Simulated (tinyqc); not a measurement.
Worked calculation: coherent transport through a tight-binding region between two chains. One step of it, computed by the program tinyqc.

Problem. Transmission at E = 0.67 eV. Surface Green function g = (E - i sqrt(4 t^2 - E^2)) / (2 t^2); self-energy tc^2 g on each contact site; G = (E - H - Sigma)^(-1); Gamma = -2 Im Sigma; T = Gamma_L Gamma_R |G_LR|^2; local density of states -Im G_ii / pi.

H of the central region (eV):
$$\begin{pmatrix}
0.000000 & -1.240000 & 0.000000 \\
-1.240000 & 0.000000 & -1.460000 \\
0.000000 & -1.460000 & 0.000000
\end{pmatrix}$$

Leads: semi-infinite chains with site energy 0:
```
parameter                           value
lead hopping t (eV)              2.100000
coupling to the left lead (eV)   0.850000
coupling to the right lead (eV)  0.490000
left contact site                       1
right contact site                      3
```

E = 0.670000 eV

Give: g; G; local density of states; transmission.

Solution.

g = 0.0760-0.4701i 1/eV

G (1/eV):
$$\begin{pmatrix}
0.7230-0.2819i & 0.3706-0.0582i & -0.7841+0.2661i \\
0.3706-0.0582i & -0.1998-0.0726i & 0.4619+0.0828i \\
-0.7841+0.2661i & 0.4619+0.0828i & 0.4540-0.2640i
\end{pmatrix}$$

local density of states (1/eV): [0.0897, 0.0231, 0.0840]

transmission = 0.1051
